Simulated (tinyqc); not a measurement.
RHF in the 6-31g basis, for H2, spin multiplicity 1, step by step. One step of it, computed by the program tinyqc.

Problem. Iteration 2: diagonalisation and new density. Diagonalise F' = X^T F X, C = X C', fill 1 alpha and 1 beta electrons from the bottom; D = 2 C_occ C_occ^T; the new density keeps 0.5 of the old one (damping). Each column has its largest component positive (the first on a tie).

extrapolated F (hartree), lower triangle:
```
           1H 1s      1H 2s      2H 1s      2H 2s
1H 1s  -0.099196
1H 2s  -0.535952  -0.340984
2H 1s  -0.607613  -0.546361  -0.099196
2H 2s  -0.546361  -0.372476  -0.535952  -0.340984
```

X, lower triangle:
```
           1H 1s      1H 2s      2H 1s     2H 2s
1H 1s   1.328664
1H 2s  -0.509180   2.152917
2H 1s  -0.268220   0.098725   1.328664
2H 2s   0.098725  -1.212712  -0.509180  2.152917
```

D after iteration 1, lower triangle:
```
          1H 1s     1H 2s     2H 1s     2H 2s
1H 1s  0.217369
1H 2s  0.171661  0.135972
2H 1s  0.217369  0.171661  0.217369
2H 2s  0.171661  0.135972  0.171661  0.135972
```

overlap S, lower triangle:
```
          1H 1s     1H 2s     2H 1s     2H 2s
1H 1s  1.000000
1H 2s  0.658292  1.000000
2H 1s  0.533049  0.537862  1.000000
2H 2s  0.537862  0.883448  0.658292  1.000000
```

Give: F' = X^T F X; orbital energies; coefficients C; D after iteration 2.

Solution.

F' = X^T F X (hartree), lower triangle:
```
        1       2       3      4
1   0.658
2  -0.588   0.294
3  -0.630  -0.090   0.658
4  -0.090  -0.208  -0.588  0.294
```

orbital energies (hartree): MO1 -0.623, MO2 0.260, MO3 0.735, MO4 1.529

coefficients C:
```
         MO1     MO2     MO3     MO4
1H 1s  0.341   0.106   0.728  -1.204
1H 2s  0.250   1.954  -0.681   1.425
2H 1s  0.341  -0.106   0.728   1.204
2H 2s  0.250  -1.954  -0.681  -1.425
```

D after iteration 2, lower triangle:
```
       1H 1s  1H 2s  2H 1s  2H 2s
1H 1s  0.225
1H 2s  0.171  0.131
2H 1s  0.225  0.171  0.225
2H 2s  0.171  0.131  0.171  0.131
```
